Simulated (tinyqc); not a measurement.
Inside a calculation. Model: lossy interposer transmission line with skin effect.

tinyqc, about 0.01 s, one thread, Intel Xeon 2.30GHz (shared host): `OMP_NUM_THREADS=1 python tinyqc.py 2810181 2810182 out.jsonl` Printed values are rounded.

A uniform line in a homogeneous dielectric: c = sqrt(er)/(c0 Z0), l = Z0 sqrt(er)/c0 (c0 = 299792458 m/s), g = w c td, w = 2 pi f. The resistance joins its limits as r = sqrt(r_dc^2 + r_hf^2), with r_dc = rho/(wd th), r_hf = kr rho/(2 delta (wd + th)), delta = sqrt(rho/(pi f mu0)), mu0 = 4 pi 1e-7 H/m; this is an interpolation, and internal inductance, up to 0.05 nH/mm at low frequency, is neglected.

Parameters, values chosen for the exercise: width of the strip wd = 7.6 um; thickness of the strip th = 0.76 um; resistivity rho = 1.8 uohm cm; relative permittivity er = 3.5; loss tangent td = 0.005; lossless impedance sqrt(l/c) Z0 = 50 ohm; factor for crowding and the return path kr = 2; length len = 4 mm; source resistance Rg = 50 ohm; load resistance RL = 1e5 ohm; load capacitance CL = 0 fF; frequency f = 15 GHz.

## Line constants

delta, r_dc, r_hf, r, l, c and g as defined.

delta = 0.551329 um
r_dc = 3.11634 ohm/mm
r_hf = 3.90531 ohm/mm
r = 4.99630 ohm/mm
l = 0.312021 nH/mm
c = 124.808 pF/m
g = 0.0588145 S/m

r is 1.60 times r_dc; the skin depth is 0.725 of the thickness.

## Propagation constant and impedance

gamma = sqrt((r + i w l)(g + i w c)) = alpha + i beta, Zc = sqrt((r + i w l)/(g + i w c)), roots with positive real part; loss 8.685889638 alpha in dB; phase velocity w/beta.

gamma len = 0.20504+2.36050i
Zc = 50.1889-4.1069i ohm
loss = 0.445245 dB/mm
phase velocity over c0 = 0.532728
r/(w l) = 0.169900

r is below w l; the low-loss estimate 8.686 (r/(2 Z0) + g Z0/2) gives 0.447 dB/mm.

## Reflection, input impedance and transfer

ZL = 1/(1/RL + i w CL); reflection (ZL - Zc)/(ZL + Zc); Zin = Zc (ZL + Zc tanh(gamma len))/(Zc + ZL tanh(gamma len)); H = V_load/V_source = [Zin/(Zin + Rg)]/[cosh(gamma len) + (Zc/ZL) sinh(gamma len)].

ZL = (1.00000+0.00000i) x 1e5 ohm
reflection at the load = 0.998997+0.000082i
Zin = 23.5109+44.9802i ohm
H = -0.588839-0.535916i
|H| = -1.97953 dB
